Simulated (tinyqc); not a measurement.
# X-ray reflectivity of a thin film on silicon: critical angles, Parratt recursion, fringes and roughness, step by step

A worked calculation. Computed by tinyqc, a small Python program that keeps every step. Command: `OMP_NUM_THREADS=1 python tinyqc.py 3121190 3121191 out.jsonl xrr walk`. One thread of a shared host (Intel(R) Xeon(R) Processor @ 2.30GHz), about 0.01 s of CPU time with the checks. Intermediate numbers are printed to about 7 digits and carried at full precision; extremes and crossings named in words are read from the listed rows.

n = 1 - delta + i beta; the classical electron radius is r_e = 2.8179403e-6 nm. Layer 0 is vacuum, 1 the film, 2 the substrate.

Inputs (values chosen for the exercise, modelled on HfO2 on silicon, copper K-alpha radiation):
```
quantity                                        value     unit
wavelength lambda                             0.15406       nm
film density rho                                 9.44   g/cm^3
effective electrons per unit mass, film         0.418    mol/g
beta/delta, film                                0.072        -
film thickness d                                 53.8       nm
roughness of the surface sigma_1                 0.25       nm
roughness of the interface sigma_2                0.4       nm
substrate density                                2.33   g/cm^3
effective electrons per unit mass, substrate    0.507    mol/g
beta/delta, substrate                           0.023        -
grazing angle theta                              1.76  degrees
```

Constants: N_A = 6.02214076e+23 1/mol.

## Optical constants

delta = r_e lambda^2 rho_e/(2 pi), rho_e = density x electrons per mass x N_A; critical angle sqrt(2 delta), q_c = 4 sqrt(pi r_e rho_e).

Constants:
```
layer      rho_e (1/nm^3)         delta          beta  critical angle (degrees)  q_c (1/nm)
film             2376.289  2.529478e-05  1.821224e-06                 0.4075239   0.5801635
substrate         711.402  7.572626e-06  1.741704e-07                 0.2229774   0.3174375
```

The film is denser in electrons than the substrate, and thick enough to set the edge of total reflection.

## Critical angle of the film

The formulas are those given above.

critical angle of the film = 0.4075239 degrees

## Reflectivity at one angle

k_j = (2 pi/lambda) sqrt(sin^2 theta - 2 delta_j + 2 i beta_j); r_ij = (k_i - k_j)/(k_i + k_j) x exp(-2 k_i k_j sigma^2) (Nevot-Croce); r = (r_01 + r_12 p)/(1 + r_01 r_12 p), p = exp(2 i k_1 d); R = |r|^2.

k_0, k_1, k_2 (1/nm): 1.252598  1.218549+0.002486i  1.242502+0.000233i

1000 r_01 = 11.38430-0.84715i

1000 r_12 = -5.994269+0.576985i

p = 0.5158738-0.5652888i

reflectivity R = 8.233751e-05

q = 4 pi sin(theta)/lambda = 2.505196 1/nm

## Fringe period, contrast and decay

Far above the critical angle the period is d theta = lambda/(2 d), or 2 pi/d in q; the envelope runs between (|r_01| - |r_12 p|)^2 and (|r_01| + |r_12 p|)^2; contrast = 2 a b/(a^2 + b^2) with a = |r_01|, b = |r_12 p|; roughness factors on the amplitudes are about exp(-q^2 sigma^2/2).

period in theta = 0.08203520 degrees

period in q = 0.1167878 1/nm

contrast = 0.6942592

roughness factor, surface = 0.8219093

roughness factor, interface = 0.6052701

## Thickness from the minima

Minima of R theta^4 are located on 6001 points over 7.5 periods, from 1.15 times the larger critical angle. With refraction, sin^2(theta_m) = 2 delta + m^2 (lambda/(2 d))^2, m integer or half-integer; the first six minima are used, and the first order is the one that minimises the largest residual of the least-squares line plus the distance of its intercept from 2 delta. Without refraction, d = lambda/(2 x mean step of sin theta).

Minima:
```
order m  theta (degrees)   sin^2 theta
3              0.4772662  6.938506e-05
4              0.5239237  8.361394e-05
5              0.5787847  1.020409e-04
6              0.6394908  1.245677e-04
7              0.7046062  1.512258e-04
8              0.7729005  1.819599e-04
```

d with refraction = 53.83142 nm

d without refraction = 74.64899 nm

Against d = 53.8 nm the errors are +0.06 % with and +38.75 % without refraction. The orders are integers, as r_01 and r_12 have opposite signs for a film denser than the substrate.

## Which roughness does what

R is averaged over one period above each angle (64 points); contrast = (max - min)/(max + min) of R theta^4 over that period. Cases: smooth; only sigma_1; only sigma_2; both.

Mean R and contrast:
```
theta (degrees)      R smooth   contrast    R, sigma_1  contrast, sigma_1    R, sigma_2  contrast, sigma_2       R, both  contrast, both
0.8              5.694658e-03  0.6800121  5.339303e-03          0.7010354  5.536262e-03          0.6338769  5.182188e-03       0.6547692
1.2              9.802751e-04  0.7793881  8.440325e-04          0.8207162  9.136286e-04          0.6657305  7.772749e-04       0.7082020
1.8              2.131653e-04  0.8425138  1.579600e-04          0.9289019  1.799537e-04          0.5844077  1.249945e-04       0.6909906
2.5              5.725172e-05  0.8738547  3.370946e-05          0.9932977  4.463504e-05          0.3967919  2.098863e-05       0.5764324
3.5              1.568561e-05  0.8938224  6.717874e-06          0.9536701  1.133827e-05          0.1650370  2.426102e-06       0.3681338
```

At 2.5 degrees sigma_1 alone multiplies the mean R by 0.59 and sigma_2 alone by 0.78; the contrast goes from 0.87 (smooth) to 0.99 and 0.40.

Checks made by the program: smooth bare substrate far above q_c against (q_c/2q)^4 (relative difference 1e-03).
